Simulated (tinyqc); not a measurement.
Worked calculation (part 1 of 2): UHF in the sto-6g basis, for H6, spin multiplicity 1. Computed by tinyqc, a small Python program that keeps every step (integrals from PySCF). Settings: charge = 0, multiplicity = 1, basis = sto-6g, energy threshold = 1e-10, iteration cap = 69, orthogonalisation = canonical, start = Wolfsberg-Helmholz matrix, DIIS depth = 8, method = UHF, break = 0.4. Command: `OMP_NUM_THREADS=1 python tinyqc.py 24237 24238 out.jsonl` (the two numbers bound the seeds that draw the settings). One thread of a shared host (Intel(R) Xeon(R) Processor @ 2.60GHz), about 0.2 s of CPU time with the checks. Later iterations appear only in the table of the cycle.

## One-electron integrals

Geometry (angstrom):
```
atom         x         y         z
H     0.000000  0.000000  0.000000
H     0.000000  0.000000  1.271000
H     0.000000  0.000000  2.565000
H     0.000000  0.000000  3.836000
H     0.000000  0.000000  5.130000
H     0.000000  0.000000  6.401000
```

Basis sto-6g: exponents (1/bohr^2) and contraction coefficients of normalised primitives:
```
element  l (shell)   exponent  coefficient
H            s (1)  35.523221     0.009164
H            s (1)   6.513144     0.049361
H            s (1)   1.822143     0.168538
H            s (1)   0.625955     0.370563
H            s (1)   0.243077     0.416492
H            s (1)   0.100112     0.130334
```

Overlap, kinetic and nuclear-attraction integrals over the contracted functions; the nuclear repulsion is the sum of Za Zb / Rab.

nuclear repulsion = 3.59416923 hartree

overlap S, lower triangle:
```
          1H 1s     2H 1s     3H 1s     4H 1s     5H 1s     6H 1s
1H 1s  1.000000
2H 1s  0.352849  1.000000
3H 1s  0.046739  0.342140  1.000000
4H 1s  0.004501  0.046739  0.352849  1.000000
5H 1s  0.000294  0.004302  0.046739  0.342140  1.000000
6H 1s  0.000014  0.000294  0.004501  0.046739  0.352849  1.000000
```

kinetic energy T (hartree), lower triangle:
```
           1H 1s      2H 1s      3H 1s      4H 1s     5H 1s     6H 1s
1H 1s   0.768522
2H 1s   0.039914   0.768522
3H 1s  -0.009476   0.035814   0.768522
4H 1s  -0.001653  -0.009476   0.039914   0.768522
5H 1s  -0.000164  -0.001593  -0.009476   0.035814  0.768522
6H 1s  -0.000011  -0.000164  -0.001653  -0.009476  0.039914  0.768522
```

nuclear attraction V (hartree), lower triangle:
```
           1H 1s      2H 1s      3H 1s      4H 1s      5H 1s      6H 1s
1H 1s  -2.181691
2H 1s  -0.733702  -2.503310
3H 1s  -0.093856  -0.772350  -2.607277
4H 1s  -0.008768  -0.099088  -0.817126  -2.607277
5H 1s  -0.000554  -0.008601  -0.099088  -0.772350  -2.503310
6H 1s  -0.000026  -0.000554  -0.008768  -0.093856  -0.733702  -2.181691
```

core Hamiltonian H = T + V (hartree), lower triangle:
```
           1H 1s      2H 1s      3H 1s      4H 1s      5H 1s      6H 1s
1H 1s  -1.413169
2H 1s  -0.693789  -1.734788
3H 1s  -0.103332  -0.736536  -1.838755
4H 1s  -0.010421  -0.108564  -0.777212  -1.838755
5H 1s  -0.000718  -0.010195  -0.108564  -0.736536  -1.734788
6H 1s  -0.000037  -0.000718  -0.010421  -0.103332  -0.693789  -1.413169
```

## Two-electron integrals

Functions are numbered as in S; the eight-fold symmetry (ij|kl) = (ji|kl) = (kl|ij) leaves the list below.

Two-electron integrals (ij|kl) in chemists' order, unique and non-zero (hartree):
```
(11|11) 0.774999   (21|11) 0.202368   (21|21) 0.074534   (22|11) 0.398939
(22|21) 0.202368   (22|22) 0.774999   (31|11) 0.018825   (31|21) 0.007802
(31|22) 0.025197   (31|31) 0.000993   (32|11) 0.095635   (32|21) 0.047975
(32|22) 0.194865   (32|31) 0.007571   (32|32) 0.069690   (33|11) 0.206217
(33|21) 0.097992   (33|22) 0.393063   (33|31) 0.018825   (33|32) 0.194865
(33|33) 0.774999   (41|11) 0.001377   (41|21) 0.000589   (41|22) 0.001980
(41|31) 0.000083   (41|32) 0.000676   (41|33) 0.001980   (41|41) 0.000008
(42|11) 0.010184   (42|21) 0.004842   (42|22) 0.018825   (42|31) 0.000807
(42|32) 0.007571   (42|33) 0.025197   (42|41) 0.000083   (42|42) 0.000993
(43|11) 0.058803   (43|21) 0.026299   (43|22) 0.097992   (43|31) 0.004842
(43|32) 0.047975   (43|33) 0.202368   (43|41) 0.000589   (43|42) 0.007802
(43|43) 0.074534   (44|11) 0.137950   (44|21) 0.058803   (44|22) 0.206217
(44|31) 0.010184   (44|32) 0.095635   (44|33) 0.398939   (44|41) 0.001377
(44|42) 0.018825   (44|43) 0.202368   (44|44) 0.774999   (51|11) 0.000067
(51|21) 0.000030   (51|22) 0.000107   (51|31) 4.59e-06   (51|32) 0.000040
(51|33) 0.000126   (51|41) 4.60e-07   (51|42) 0.000005   (51|43) 0.000041
(51|44) 0.000107   (51|51) 2.97e-08   (52|11) 0.000763   (52|21) 0.000348
(52|22) 0.001310   (52|31) 0.000059   (52|32) 0.000545   (52|33) 0.001892
(52|41) 0.000006   (52|42) 0.000079   (52|43) 0.000666   (52|44) 0.001892
(52|51) 4.39e-07   (52|52) 0.000007   (53|11) 0.006578   (53|21) 0.002834
(53|22) 0.010086   (53|31) 0.000494   (53|32) 0.004670   (53|33) 0.018825
(53|41) 0.000061   (53|42) 0.000802   (53|43) 0.007802   (53|44) 0.025197
(53|51) 4.59e-06   (53|52) 0.000079   (53|53) 0.000993   (54|11) 0.040556
(54|21) 0.016794   (54|22) 0.056828   (54|31) 0.002759   (54|32) 0.024749
(54|33) 0.095635   (54|41) 0.000353   (54|42) 0.004670   (54|43) 0.047975
(54|44) 0.194865   (54|51) 0.000029   (54|52) 0.000545   (54|53) 0.007571
(54|54) 0.069690   (55|11) 0.103153   (55|21) 0.041712   (55|22) 0.137128
(55|31) 0.006578   (55|32) 0.056828   (55|33) 0.206217   (55|41) 0.000794
(55|42) 0.010086   (55|43) 0.097992   (55|44) 0.393063   (55|51) 0.000067
(55|52) 0.001310   (55|53) 0.018825   (55|54) 0.194865   (55|55) 0.774999
(61|11) 2.49e-06   (61|21) 1.11e-06   (61|22) 4.00e-06   (61|31) 1.83e-07
(61|32) 1.67e-06   (61|33) 0.000006   (61|41) 2.01e-08   (61|42) 2.46e-07
(61|43) 2.09e-06   (61|44) 0.000006   (61|52) 2.19e-08   (61|53) 2.46e-07
(61|54) 1.67e-06   (61|55) 4.00e-06   (62|11) 0.000043   (62|21) 0.000019
(62|22) 0.000067   (62|31) 3.16e-06   (62|32) 0.000029   (62|33) 0.000107
(62|41) 3.64e-07   (62|42) 4.59e-06   (62|43) 0.000041   (62|44) 0.000126
(62|51) 2.65e-08   (62|52) 4.39e-07   (62|53) 0.000005   (62|54) 0.000040
(62|55) 0.000107   (62|62) 2.97e-08   (63|11) 0.000550   (63|21) 0.000231
(63|22) 0.000794   (63|31) 0.000039   (63|32) 0.000353   (63|33) 0.001377
(63|41) 4.73e-06   (63|42) 0.000061   (63|43) 0.000589   (63|44) 0.001980
(63|51) 3.64e-07   (63|52) 0.000006   (63|53) 0.000083   (63|54) 0.000676
(63|55) 0.001980   (63|61) 2.01e-08   (63|62) 4.60e-07   (63|63) 0.000008
(64|11) 0.004894   (64|21) 0.001988   (64|22) 0.006578   (64|31) 0.000317
(64|32) 0.002759   (64|33) 0.010184   (64|41) 0.000039   (64|42) 0.000494
(64|43) 0.004842   (64|44) 0.018825   (64|51) 3.16e-06   (64|52) 0.000059
(64|53) 0.000807   (64|54) 0.007571   (64|55) 0.025197   (64|61) 1.83e-07
(64|62) 4.59e-06   (64|63) 0.000083   (64|64) 0.000993   (65|11) 0.032465
(65|21) 0.012923   (65|22) 0.041712   (65|31) 0.001988   (65|32) 0.016794
(65|33) 0.058803   (65|41) 0.000231   (65|42) 0.002834   (65|43) 0.026299
(65|44) 0.097992   (65|51) 0.000019   (65|52) 0.000348   (65|53) 0.004842
(65|54) 0.047975   (65|55) 0.202368   (65|61) 1.11e-06   (65|62) 0.000030
(65|63) 0.000589   (65|64) 0.007802   (65|65) 0.074534   (66|11) 0.082671
(66|21) 0.032465   (66|22) 0.103153   (66|31) 0.004894   (66|32) 0.040556
(66|33) 0.137950   (66|41) 0.000550   (66|42) 0.006578   (66|43) 0.058803
(66|44) 0.206217   (66|51) 0.000043   (66|52) 0.000763   (66|53) 0.010184
(66|54) 0.095635   (66|55) 0.398939   (66|61) 2.49e-06   (66|62) 0.000067
(66|63) 0.001377   (66|64) 0.018825   (66|65) 0.202368   (66|66) 0.774999
```

## Orthogonalisation

S = U s U^T; canonical form X = U s^(-1/2), so that X^T S X = 1. Each column of U has its largest component positive (the first on a tie).

eigenvalues of S: 0.433065  0.564074  0.782560  1.098958  1.427209  1.694134

X:
```
               1          2          3          4          5         6
1H 1s   0.332096  -0.536143   0.573856   0.500474   0.369192  0.192221
2H 1s  -0.630380   0.707396  -0.297577   0.199134   0.425677  0.320622
3H 1s   0.804297  -0.313928  -0.470177  -0.406014   0.181191  0.394194
4H 1s  -0.804297  -0.313928   0.470177  -0.406014  -0.181191  0.394194
5H 1s   0.630380   0.707396   0.297577   0.199134  -0.425677  0.320622
6H 1s  -0.332096  -0.536143  -0.573856   0.500474  -0.369192  0.192221
```

## Starting guess

The start is the generalised Wolfsberg-Helmholz matrix (K = 1.75) built on H, with HOMO and LUMO mixed by +/-0.4 rad for the two spins; D(s) = C_occ C_occ^T for each spin.

D(alpha) at the start, lower triangle:
```
           1H 1s      2H 1s      3H 1s     4H 1s     5H 1s     6H 1s
1H 1s   0.480767
2H 1s   0.310313   0.394067
3H 1s  -0.234035   0.123215   0.548575
4H 1s  -0.119757  -0.044780   0.220018  0.323552
5H 1s   0.171093  -0.055650  -0.205834  0.209892  0.475949
6H 1s   0.065547  -0.044912  -0.116451  0.065986  0.192380  0.080801
```

D(beta) at the start, lower triangle:
```
           1H 1s      2H 1s      3H 1s      4H 1s     5H 1s     6H 1s
1H 1s   0.080801
2H 1s   0.192380   0.475949
3H 1s   0.065986   0.209892   0.323552
4H 1s  -0.116451  -0.205834   0.220018   0.548575
5H 1s  -0.044912  -0.055650  -0.044780   0.123215  0.394067
6H 1s   0.065547   0.171093  -0.119757  -0.234035  0.310313  0.480767
```

## Iteration 1: building the Fock matrix

J_ij = sum D_kl (ij|kl) with D = D(alpha) + D(beta), K_ij = sum D_kl (ik|jl) for each spin; F = H + J - K(s); E = tr D H + tr D J / 2 - 0.5 sum_s tr D(s) K(s) + E_nn.

Coulomb J (hartree), lower triangle:
```
          1H 1s     2H 1s     3H 1s     4H 1s     5H 1s     6H 1s
1H 1s  1.579783
2H 1s  0.627606  2.070759
3H 1s  0.086089  0.708867  2.233990
4H 1s  0.008333  0.094277  0.760175  2.233990
5H 1s  0.000540  0.008323  0.094277  0.708867  2.070759
6H 1s  0.000026  0.000540  0.008333  0.086089  0.627606  1.579783
```

exchange K(alpha) (hartree), lower triangle:
```
           1H 1s      2H 1s      3H 1s     4H 1s     5H 1s     6H 1s
1H 1s   0.520891
2H 1s   0.311777   0.531208
3H 1s   0.029208   0.251938   0.600111
4H 1s  -0.012478   0.051030   0.281758  0.479899
5H 1s   0.010142  -0.005613   0.030128  0.269367  0.558238
6H 1s   0.007271  -0.008908  -0.011630  0.075189  0.226044  0.181508
```

exchange K(beta) (hartree), lower triangle:
```
           1H 1s      2H 1s      3H 1s     4H 1s     5H 1s     6H 1s
1H 1s   0.181508
2H 1s   0.226044   0.558238
3H 1s   0.075189   0.269367   0.479899
4H 1s  -0.011630   0.030128   0.281758  0.600111
5H 1s  -0.008908  -0.005613   0.051030  0.251938  0.531208
6H 1s   0.007271   0.010142  -0.012478  0.029208  0.311777  0.520891
```

F(alpha) (hartree), lower triangle:
```
           1H 1s      2H 1s      3H 1s      4H 1s      5H 1s      6H 1s
1H 1s  -0.354278
2H 1s  -0.377959  -0.195237
3H 1s  -0.046451  -0.279607  -0.204877
4H 1s   0.010391  -0.065317  -0.298796  -0.084664
5H 1s  -0.010320   0.003741  -0.044415  -0.297035  -0.222268
6H 1s  -0.007282   0.008730   0.009542  -0.092432  -0.292226  -0.014894
```

F(beta) (hartree), lower triangle:
```
           1H 1s      2H 1s      3H 1s      4H 1s      5H 1s      6H 1s
1H 1s  -0.014894
2H 1s  -0.292226  -0.222268
3H 1s  -0.092432  -0.297035  -0.084664
4H 1s   0.009542  -0.044415  -0.298796  -0.204877
5H 1s   0.008730   0.003741  -0.065317  -0.279607  -0.195237
6H 1s  -0.007282  -0.010320   0.010391  -0.046451  -0.377959  -0.354278
```

total energy of this density = -2.89038010 hartree

## Iteration 1: diagonalisation and new density

Diagonalise F' = X^T F X, C = X C', fill 3 alpha and 3 beta electrons from the bottom; D(s) = C_occ C_occ^T. Each column has its largest component positive (the first on a tie).

F' = X^T F X (alpha) (hartree), lower triangle:
```
           1          2          3          4          5          6
1   0.659841
2   0.028350   0.371458
3  -0.030999   0.017677   0.097084
4   0.010667  -0.001136  -0.149604  -0.233187
5   0.013301   0.065573  -0.007728  -0.074427  -0.418650
6  -0.044463  -0.009529  -0.032056  -0.033332  -0.036810  -0.468506
```

orbital energies (alpha) (hartree): MO1 -0.514718, MO2 -0.415888, MO3 -0.256112, MO4 0.152134, MO5 0.376070, MO6 0.666554

coefficients C (alpha):
```
            MO1        MO2        MO3        MO4        MO5        MO6
1H 1s  0.601155  -0.304085  -0.449098  -0.427052  -0.497459  -0.255720
2H 1s  0.464691  -0.117616   0.107548   0.454209   0.754532   0.541323
3H 1s  0.251592   0.225814   0.632112   0.214744  -0.402952  -0.772810
4H 1s  0.126931   0.405222   0.177491  -0.539641  -0.197701   0.881737
5H 1s  0.093783   0.534412  -0.409561  -0.156011   0.620648  -0.662056
6H 1s  0.032640   0.258299  -0.329030   0.698326  -0.601109   0.354597
```

F' = X^T F X (beta) (hartree), lower triangle:
```
           1          2          3          4          5          6
1   0.659841
2  -0.028350   0.371458
3  -0.030999  -0.017677   0.097084
4  -0.010667  -0.001136   0.149604  -0.233187
5   0.013301  -0.065573  -0.007728   0.074427  -0.418650
6   0.044463  -0.009529   0.032056  -0.033332   0.036810  -0.468506
```

orbital energies (beta) (hartree): MO1 -0.514718, MO2 -0.415888, MO3 -0.256112, MO4 0.152134, MO5 0.376070, MO6 0.666554

coefficients C (beta):
```
            MO1        MO2        MO3        MO4        MO5        MO6
1H 1s  0.032640   0.258299  -0.329030   0.698326  -0.601109   0.354597
2H 1s  0.093783   0.534412  -0.409561  -0.156011   0.620648  -0.662056
3H 1s  0.126931   0.405222   0.177491  -0.539641  -0.197701   0.881737
4H 1s  0.251592   0.225814   0.632112   0.214744  -0.402952  -0.772810
5H 1s  0.464691  -0.117616   0.107548   0.454209   0.754532   0.541323
6H 1s  0.601155  -0.304085  -0.449098  -0.427052  -0.497459  -0.255720
```

D(alpha) after iteration 1, lower triangle:
```
           1H 1s      2H 1s      3H 1s     4H 1s     5H 1s     6H 1s
1H 1s   0.655543
2H 1s   0.266817   0.241338
3H 1s  -0.201301   0.158336   0.513856
4H 1s  -0.126627   0.030412   0.235634  0.211819
5H 1s   0.077804  -0.063323  -0.114615  0.155766  0.462131
6H 1s   0.088843  -0.050599  -0.141444  0.050412  0.275857  0.176044
```

D(beta) after iteration 1, lower triangle:
```
           1H 1s      2H 1s      3H 1s      4H 1s     5H 1s     6H 1s
1H 1s   0.176044
2H 1s   0.275857   0.462131
3H 1s   0.050412   0.155766   0.211819
4H 1s  -0.141444  -0.114615   0.235634   0.513856
5H 1s  -0.050599  -0.063323   0.030412   0.158336  0.241338
6H 1s   0.088843   0.077804  -0.126627  -0.201301  0.266817  0.655543
```

## Iteration 2: building the Fock matrix

As before.

Coulomb J (hartree), lower triangle:
```
          1H 1s     2H 1s     3H 1s     4H 1s     5H 1s     6H 1s
1H 1s  1.700843
2H 1s  0.636394  1.993189
3H 1s  0.084113  0.670097  2.084654
4H 1s  0.008014  0.088805  0.710644  2.084654
5H 1s  0.000514  0.007856  0.088805  0.670097  1.993189
6H 1s  0.000025  0.000514  0.008014  0.084113  0.636394  1.700843
```

exchange K(alpha) (hartree), lower triangle:
```
           1H 1s      2H 1s      3H 1s     4H 1s     5H 1s     6H 1s
1H 1s   0.629159
2H 1s   0.301722   0.425569
3H 1s   0.031598   0.241478   0.584474
4H 1s  -0.010828   0.065463   0.273464  0.387364
5H 1s   0.002598  -0.002187   0.038347  0.235248  0.561484
6H 1s   0.006063  -0.009453  -0.011757  0.074966  0.276001  0.286576
```

exchange K(beta) (hartree), lower triangle:
```
           1H 1s      2H 1s      3H 1s     4H 1s     5H 1s     6H 1s
1H 1s   0.286576
2H 1s   0.276001   0.561484
3H 1s   0.074966   0.235248   0.387364
4H 1s  -0.011757   0.038347   0.273464  0.584474
5H 1s  -0.009453  -0.002187   0.065463  0.241478  0.425569
6H 1s   0.006063   0.002598  -0.010828  0.031598  0.301722  0.629159
```

F(alpha) (hartree), lower triangle:
```
           1H 1s      2H 1s      3H 1s      4H 1s      5H 1s     6H 1s
1H 1s  -0.341485
2H 1s  -0.359116  -0.167168
3H 1s  -0.050817  -0.307916  -0.338575
4H 1s   0.008421  -0.085222  -0.340032  -0.141465
5H 1s  -0.002802  -0.000152  -0.058106  -0.301687  -0.303083
6H 1s  -0.006076   0.009249   0.009350  -0.094184  -0.333395  0.001098
```

F(beta) (hartree), lower triangle:
```
           1H 1s      2H 1s      3H 1s      4H 1s      5H 1s      6H 1s
1H 1s   0.001098
2H 1s  -0.333395  -0.303083
3H 1s  -0.094184  -0.301687  -0.141465
4H 1s   0.009350  -0.058106  -0.340032  -0.338575
5H 1s   0.009249  -0.000152  -0.085222  -0.307916  -0.167168
6H 1s  -0.006076  -0.002802   0.008421  -0.050817  -0.359116  -0.341485
```

total energy of this density = -2.98482641 hartree

## Iteration 2: DIIS over 2 matrices

error matrix X^T (FDS - SDF) X (alpha):
```
           1          2          3          4          5          6
1   0.000000  -0.000381   0.000684   0.006257   0.000022  -0.042109
2   0.000381   0.000000  -0.010406  -0.023076   0.043630   0.009898
3  -0.000684   0.010406   0.000000  -0.009657  -0.000092   0.006015
4  -0.006257   0.023076   0.009657   0.000000   0.002526  -0.002729
5  -0.000022  -0.043630   0.000092  -0.002526   0.000000   0.001032
6   0.042109  -0.009898  -0.006015   0.002729  -0.001032   0.000000
```

B (overlaps of the stored error matrices):
```
               1              2
1  1.1924935e-01  1.5001594e-02
2  1.5001594e-02  1.8398187e-02
```

Minimise |sum c_i e_i|^2 with sum c_i = 1: solve [B -1; -1 0][c; lambda] = [0; -1] with B_ij = tr e_i^T e_j summed over both spins, and take F = sum c_i F_i.

DIIS coefficients: 0.031554  0.968446

extrapolated F(alpha) (hartree), lower triangle:
```
           1H 1s      2H 1s      3H 1s      4H 1s      5H 1s     6H 1s
1H 1s  -0.341889
2H 1s  -0.359710  -0.168054
3H 1s  -0.050679  -0.307023  -0.334356
4H 1s   0.008483  -0.084594  -0.338731  -0.139672
5H 1s  -0.003039  -0.000029  -0.057674  -0.301540  -0.300533
6H 1s  -0.006114   0.009233   0.009356  -0.094129  -0.332096  0.000594
```

extrapolated F(beta) (hartree), lower triangle:
```
           1H 1s      2H 1s      3H 1s      4H 1s      5H 1s      6H 1s
1H 1s   0.000594
2H 1s  -0.332096  -0.300533
3H 1s  -0.094129  -0.301540  -0.139672
4H 1s   0.009356  -0.057674  -0.338731  -0.334356
5H 1s   0.009233  -0.000029  -0.084594  -0.307023  -0.168054
6H 1s  -0.006114  -0.003039   0.008483  -0.050679  -0.359710  -0.341889
```
